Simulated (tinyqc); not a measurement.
# Undoped gate-all-around wire MOSFET, analytic charge model: two studies

An undoped round wire of radius R under an insulator shell and a surrounding gate; long channel, electrons only, n = ni exp((psi - V)/Vt) with V the quasi-Fermi potential (0 at the source, Vd at the drain), constant mobility, no quantisation. The radial Poisson equation gives n(r) = n(0)/(1 - (1 - b) r^2/R^2)^2 with b = Q0/(Q + Q0). Q is the electron charge per area of the wire surface.

Values chosen for this exercise; material values close to those of silicon:
- T = 350 K (temperature)
- Eg = 1.12 eV (band gap)
- eps_r = 11.6 (relative permittivity of the semiconductor)
- Nc = 3.47e19 cm^-3 (conduction-band density of states at T)
- Nv = 3.38e19 cm^-3 (valence-band density of states at T)
- eox = 8.78 (relative permittivity of the gate insulator)
- tox = 6.3 nm (insulator thickness)
- R = 10 nm (wire radius)
- dphi = 0.24 V (gate work function less that of the intrinsic body)
- mu = 160 cm^2/(V s) (channel mobility)
- L = 0.1 um (gate length)
- Vd = 0.3 V (drain voltage)

Constants: q = 1.602176634e-19 C, kB = 1.380649e-23 J/K, Vt = kB T/q, eps0 = 8.8541878128e-14 F/cm where lengths are in cm. Results are converted to the units shown.

Each table varies one quantity; the others keep the values above.

## Effect of the gate work function less that of the intrinsic body

ni = sqrt(Nc Nv) exp(-Eg/(2 Vt)), Eg in volts; Cox = eps0 eox/(R ln(1 + tox/R)); Q0 = 4 eps0 eps_r Vt/R; V0 = dphi + Vt ln[8 eps0 eps_r Vt/(q ni R^2)]. Q solves Vg - V0 - V = Q/Cox + Vt ln(Q/Q0) + Vt ln(1 + Q/Q0). I = mu (2 pi R/L)[2 Vt (Qs - Qd) + (Qs^2 - Qd^2)/(2 Cox) + Vt Q0 ln((Qd + Q0)/(Qs + Q0))], with Qs at V = 0 and Qd at V = Vd.  I(low) is taken at Vg = 0.46 V, Qs and I(high) at Vg = 1.21 V.

Result of one run:

| dphi (V) | V0 (V) | I(low) (nA) | Qs(high) (nC/cm^2) | I(high) (uA) |
|---|---|---|---|---|
| 0.14 | 0.6066 | 2.873 | 776.8 | 17.12 |

What becomes of these results when the gate work function less that of the intrinsic body dphi is changed from 0.14 to 0.09 V, all else the same?

Result of the changed run:

| dphi (V) | V0 (V) | I(low) (nA) | Qs(high) (nC/cm^2) | I(high) (uA) |
|---|---|---|---|---|
| 0.09 | 0.5566 | 14.31 | 848.5 | 19.21 |

The whole series:

| dphi (V) | V0 (V) | I(low) (nA) | Qs(high) (nC/cm^2) | I(high) (uA) |
|---|---|---|---|---|
| 0.09 | 0.5566 | 14.31 | 848.5 | 19.21 |
| 0.14 | 0.6066 | 2.873 | 776.8 | 17.12 |
| 0.19 | 0.6566 | 0.5534 | 705.8 | 15.07 |
| 0.24 | 0.7066 | 0.1057 | 635.5 | 13.06 |
| 0.29 | 0.7566 | 0.02015 | 566.1 | 11.10 |
| 0.34 | 0.8066 | 0.003840 | 497.8 | 9.205 |
| 0.39 | 0.8566 | 7.317e-4 | 430.6 | 7.396 |

As dphi goes from 0.09 to 0.39 V, I(low) falls from 14.3 to 7.32e-4 nA and I(high) falls from 19.2 to 7.40 uA. V0 rises from 0.557 to 0.857 V. In every row the surface density at the source at the higher gate voltage passes 0.3 Nc, where Boltzmann statistics fail. In every row mu V/L at the higher gate voltage, with V the smaller of Vd and Vg - V0, passes 3e6 cm/s, so velocity saturation would lower the current.

## Transfer curve and volume inversion

I = mu (2 pi R/L)[2 Vt (Qs - Qd) + (Qs^2 - Qd^2)/(2 Cox) + Vt Q0 ln((Qd + Q0)/(Qs + Q0))], with Qs at V = 0 and Qd at V = Vd. The drop is psi(surface) - psi(centre) at the source end; C = dQs/dVg, Cg = Cox, drop = 2 Vt ln(1 + Qs/Q0); gm = dI/dVg.

Transfer curve and volume inversion:

| Vg (V) | Qs (nC/cm^2) | drop (mV) | C/Cg | I (uA) | gm/I (1/V) |
|---|---|---|---|---|---|
| 0.41 | 0.0066446 | 0.0032346 | 1.3843e-4 | 2.0148e-5 | 33.153 |
| 0.56 | 0.93483 | 0.45338 | 0.018968 | 0.0028726 | 32.714 |
| 0.71 | 42.559 | 17.810 | 0.41393 | 0.20435 | 20.933 |
| 0.86 | 182.21 | 54.555 | 0.70415 | 1.8111 | 10.062 |
| 1.01 | 365.05 | 82.805 | 0.81327 | 5.7036 | 5.6843 |
| 1.16 | 566.14 | 103.58 | 0.86632 | 11.099 | 3.4774 |
| 1.31 | 776.84 | 119.66 | 0.89682 | 17.122 | 2.4178 |
| 1.46 | 993.37 | 132.65 | 0.91637 | 23.458 | 1.8309 |
| 1.61 | 1213.8 | 143.51 | 0.92988 | 29.979 | 1.4653 |

Read the table: what changes, and by how much?

The current rises from 2.01e-5 to 30.0 uA. In the first row gm/I is 33.2 1/V, within 0.01 % of 1/Vt: with no depletion charge the whole body follows the gate, and the swing is ideal. The drop between surface and centre goes from 0.0032 to 144 mV and passes Vt at Vg = 0.86 V among the rows; below that the density varies across the body by less than a factor of e (volume inversion). C reaches 0.93 of Cg in the last row. For Vg = 1.01 to 1.61 V the surface density at the source passes 0.3 Nc, where Boltzmann statistics fail. For Vg = 1.01 to 1.61 V mu V/L, with V the smaller of Vd and Vg - V0, passes 3e6 cm/s, so velocity saturation would lower the current.

Computed by the program tinyqc: `OMP_NUM_THREADS=1 python tinyqc.py 2460048 2460049 out.jsonl`, one thread of a shared Intel Xeon 2.30GHz, about 0.03 s for the whole run.
